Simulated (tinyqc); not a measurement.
Inside a calculation. Method: MP2 on RHF in the sto-3g basis, frozen core, for BeH+, spin multiplicity 1. One step of it, computed by the program tinyqc.

Problem. Second-order Moller-Plesset energy. E2 = sum_ijab (ia|jb) [2 (ia|jb) - (ib|ja)] / (e_i + e_j - e_a - e_b) over occupied i, j and virtual a, b; the opposite-spin part is (ia|jb)^2 / denominator, the rest is same-spin, and SCS-MP2 scales them by 6/5 and 1/3.

orbital energies (hartree): [-5.025338, -0.753261, -0.265879, -0.146699, -0.146699, 0.394104]

Two-electron integrals over orbitals (pq|rs), unique and non-zero (hartree); the lowest 1 orbital is frozen and left out:
```
(22|22) 0.544963    (32|22) -0.065732   (32|32) 0.030751    (33|22) 0.321058
(33|32) 0.025820    (33|33) 0.472991    (42|42) 0.042911    (43|42) 0.030331
(43|43) 0.052550    (44|22) 0.374063    (44|32) 0.015826    (44|33) 0.400439
(44|44) 0.449859    (52|52) 0.042911    (53|52) 0.030331    (53|53) 0.052550
(54|54) 0.024249    (55|22) 0.374063    (55|32) 0.015826    (55|33) 0.400439
(55|44) 0.401360    (55|55) 0.449859    (62|22) 0.069957    (62|32) -0.044831
(62|33) -0.026436   (62|44) -0.048844   (62|55) -0.048844   (62|62) 0.121254
(63|22) -0.056444   (63|32) 0.025598    (63|33) 0.057641    (63|44) 0.014579
(63|55) 0.014579    (63|62) -0.044225   (63|63) 0.045564    (64|42) -0.030382
(64|43) -0.015714   (64|64) 0.027278    (65|52) -0.030382   (65|53) -0.015714
(65|65) 0.027278    (66|22) 0.535916    (66|32) -0.062763   (66|33) 0.352122
(66|44) 0.378110    (66|55) 0.378110    (66|62) 0.098254    (66|63) -0.053620
(66|66) 0.570332
```

Hartree-Fock energy = -14.66402737 hartree

Give: Terms; Pair energies; MP2 correlation energy; SCS-MP2 correlation energy; MP2 total energy.

Solution.

Terms:
```
i  j  a  b  (ia|jb)  (ib|ja)  denominator     term
2  2  6  6   0.1213   0.1213      -2.2947  -0.0064
2  2  4  4   0.0429   0.0429      -1.2131  -0.0015
2  2  5  5   0.0429   0.0429      -1.2131  -0.0015
2  2  3  6  -0.0448  -0.0448      -1.6347  -0.0012
2  2  6  3  -0.0448  -0.0448      -1.6347  -0.0012
2  2  3  3   0.0308   0.0308      -0.9748  -0.0010
```

Pair energies (hartree; pair i-j sums ij and ji):
```
pair  opposite spin  same spin
2-2         -0.0129          0
```

MP2 correlation energy = -0.012872 hartree

SCS-MP2 correlation energy = -0.015446 hartree

MP2 total energy = -14.676899 hartree
